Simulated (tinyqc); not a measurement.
Long-channel MOSFET, surface-potential model: one step of the calculation.

n-channel transistor on a uniformly doped p-type body, gradual-channel approximation, constant mobility, Boltzmann statistics, full ionisation. Potentials are counted from the neutral body; V is the electron quasi-Fermi potential, Vsb at the source and Vsb + Vds at the drain. Charges are magnitudes per area.

Question. Charges and current of the charge-sheet model. psi_0 and psi_L solve Vgs + Vsb - Vfb - psi = gamma sqrt(G) at V = Vsb and Vsb + Vds. Qi = Cox gamma [sqrt(G) - sqrt(psi - Vt)], G = psi - Vt + Vt exp((psi - 2 phiF - V)/Vt), at both ends. With U = Vgs + Vsb - Vfb: drift = mu (W/L) Cox [U (psi_L - psi_0) - (psi_L^2 - psi_0^2)/2 - (2/3) gamma ((psi_L - Vt)^1.5 - (psi_0 - Vt)^1.5)]; diffusion = mu (W/L) Vt (Qi0 - QiL).

Values chosen for this exercise; material values close to those of gallium arsenide: temperature T = 325 K; flat-band voltage Vfb = -1.14 V; channel mobility mu = 190 cm^2/(V s); gate width W = 1 um; gate length L = 2 um; source-body reverse bias Vsb = 2 V; gate-source voltage Vgs = 2.41 V; drain-source voltage Vds = 0.2 V.

Constants: q = 1.602176634e-19 C, kB = 1.380649e-23 J/K, Vt = kB T/q. Results are converted to the units shown.

psi_0 = 3.3216476 V
psi_L = 3.4942801 V
phiF = 0.60607541 V
Cox = 0.16358112 uF/cm^2
gamma = 1.0288775 V^0.5

Wanted: Qi0; QiL; drift current; diffusion current; drain current.

Answer.

Qi0 = 59.07 nC/cm^2
QiL = 22.93 nC/cm^2
drift current = 0.6721 uA
diffusion current = 0.09616 uA
drain current = 0.7683 uA

Drift carries 87.5 % of the current.

Numbers from tinyqc (`OMP_NUM_THREADS=1 python tinyqc.py 2360147 2360148 out.jsonl`; about 0.07 s on one thread of a shared Intel Xeon 2.30GHz).
